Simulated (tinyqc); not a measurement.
Static screening by free carriers: sweeps and comparisons. A value that a table varies takes the place of the one given here.

kF = (3 pi^2 n/Mv)^(1/3), EF = c kF^2/m with c = hbar^2/2m0, n in 1/angstrom^3 (1e-24 per 1/cm^3), e2 = e^2/(4 pi eps0). Thomas-Fermi: qTF^2 = 6 pi e2 n/(eps EF). Debye: qD^2 = 4 pi e2 n/(eps kB T).

F_j(eta) = (1/Gamma(j + 1)) integral_0^infinity x^j dx/(1 + exp(x - eta)), which tends to exp(eta) for eta << 0.

At finite T: qs^2 = qD^2 F_-1/2(eta)/F_1/2(eta), where n = Mv N F_1/2(eta) and N = 2 (m kB T/(4 pi c))^(3/2) with c = hbar^2/2m0, in 1/angstrom^3; times 1e24 for 1/cm^3.

Donor in the screened potential -(e2/eps) exp(-qs r)/r with the trial function exp(-r/a): E(a) = c/(m a^2) - (e2/eps) 4/(a (2 + qs a)^2), e2 = e^2/(4 pi eps0), c = hbar^2/2m0; isotropic mass.

Constants: hbar^2/2m0 = 3.80998211 eV angstrom^2; e^2/(4 pi eps0) = 14.39964547 eV angstrom; kB = 8.617333262e-05 eV/K; a0 (Bohr radius) = 0.5291772105 angstrom.

Parameters, chosen for this exercise (near those of GaAs; the results hold for these values, not for the real material):
```
symbol  value    unit    meaning
m       0.0672   m0      mass of one isotropic valley
Mv      1                valleys
eps     13.3             background dielectric constant
T       300      K
n       1.3e+17  1/cm^3  carrier density
```

## Screening unbinds the donor

All carriers n are taken as free and screen with qs(T); E(a) is minimised over a; a dash marks no bound state. aB = a0 eps/m.

Donor level:
```
n (1/cm^3)  n^(1/3) aB  qs aB  E (meV)   a/aB
7.0e+12          0.020  0.006    -5.10  1.000
6.0e+13          0.041  0.019    -4.98  1.000
3.0e+14          0.070  0.042    -4.75  1.001
9.0e+14          0.101  0.072    -4.46  1.004
2.0e+15          0.132  0.107    -4.14  1.008
6.0e+15          0.190  0.186    -3.49  1.022
2.0e+16          0.284  0.337    -2.42  1.067
4.0e+16          0.358  0.473    -1.65  1.129
```

aB = 104.7 angstrom

The level rises from -5.10 meV at the lowest density to -1.65 meV at 4e+16 1/cm^3, against -5.17 meV unscreened. It stays bound over this range. This trial function loses binding at qs aB = 1 and the exact Yukawa problem at 1.19; the Mott rule of thumb is n^(1/3) aB = 0.26, which the last bound row of this table passes: the rule belongs to low temperature, and thermal carriers screen more weakly.

## From Debye to Thomas-Fermi

Screening lengths (angstrom):
```
n (1/cm^3)    eta  Debye  Thomas-Fermi  finite T
1.0e+15     -6.08   1378         163.1      1379
9.0e+15     -3.88  459.5         113.1     461.2
4.0e+16     -2.36  218.0         88.17     221.4
2.0e+17     -0.62  97.47         67.43     105.0
7.0e+17      1.02  52.10         54.72     64.71
2.0e+18      3.05  30.82         45.94     48.21
9.0e+18      8.99  14.53         35.75     35.94
3.0e+19     20.22  7.959         29.25     29.28
```

Debye is within 5 % of the finite-T length up to 4e+16 1/cm^3 of the densities listed and Thomas-Fermi from 2e+18 on. The length goes as n^-0.50 at the low end and n^-0.17 at the high end, against the limits -1/2 and -1/6. Both limits give too short a length.

## What sets the screening length

All results formed anew. Each row changes one parameter from the base and keeps the others.

Results:
```
case                Debye (angstrom)  Thomas-Fermi (angstrom)  finite T (angstrom)
base                           120.9                    72.45                127.0
n = 2.6e+17 1/cm^3             85.49                    64.54                93.92
m = 0.0874 m0                  120.9                    63.53                125.1
eps = 15.96                    132.4                    79.36                139.2
T = 360 K                      132.4                    72.45                137.6
Mv = 2                         120.9                    57.50                124.0
```

The largest shifts from the base row, up to three for each result and ties (the steps differ in size, so this ranks the rows, not the parameters). Debye (angstrom): n -35.4, eps +11.5, T +11.5; unchanged at the printed digits by m and Mv. Thomas-Fermi (angstrom): Mv -14.9, m -8.92, n -7.90; unchanged at the printed digits by T. finite T (angstrom): n -33.1, eps +12.1, T +10.6.

Computed by tinyqc, a small Python program: `OMP_NUM_THREADS=1 python tinyqc.py 1681319 1681320 out.jsonl` (the numbers bound the seed that draws the inputs); one thread of a shared host (Intel(R) Xeon(R) Processor @ 2.30GHz), about 0.01 s for the whole set of steps.
